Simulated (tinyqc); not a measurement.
What each parameter does: two-dimensional electron gas with Rashba and Dresselhaus coupling.

H = c k^2/m + al (ky sx - kx sy) + b1 (kx sx - ky sy) + gam kx ky (kx sy - ky sx), s the Pauli matrices, x = [100], c = hbar^2/2m0, b1 = gam (pi/L)^2 (hard walls). H = c k^2/m + B.s, so E = c k^2/m -/+ |B| and the lower state has its spin along -B.

Constants: hbar^2/2m0 = 3.80998211 eV angstrom^2.

Parameters, chosen for this exercise (of the size met in GaN; not measured data):
- m = 0.2338 m0 (mass)
- al = 0.0059 eV angstrom (Rashba constant)
- gam = 0 eV angstrom^3 (bulk Dresselhaus constant)
- L = 236 angstrom (width of the (001) well)
- n = 3 1e11/cm^2 (sheet density (one subband filled))

Splittings 2|B| at k0 = sqrt(2 pi n) along [100], [110] and [-110], and E0 = c k0^2/m; 1e11/cm^2 = 1e-5/angstrom^2.

Results for these values:
```
case  [100] (meV)  [110] (meV)  [-110] (meV)  E0 (meV)
base       0.1620       0.1620        0.1620      3.07
```

What happens to each result for al = 0.00708 eV angstrom, all else kept?

Answer: [100] rises from 0.1620 to 0.1944; [110] rises from 0.1620 to 0.1944; [-110] rises from 0.1620 to 0.1944; E0 does not change at the printed digits.

The same for each parameter in turn:
```
case                      [100] (meV)  [110] (meV)  [-110] (meV)  E0 (meV)
base                           0.1620       0.1620        0.1620      3.07
m = 0.25718 m0                 0.1620       0.1620        0.1620      2.79
al = 0.00708 eV angstrom       0.1944       0.1944        0.1944      3.07
gam = 3 eV angstrom^3          0.1627       0.1688        0.1552      3.07
L = 256 angstrom               0.1620       0.1620        0.1620      3.07
n = 4.5 1e11/cm^2              0.1984       0.1984        0.1984      4.61
```

Program tinyqc; command `OMP_NUM_THREADS=1 python tinyqc.py 1481845 1481846 out.jsonl`; about 0.01 s on one thread of a shared Intel(R) Xeon(R) Processor @ 2.30GHz.
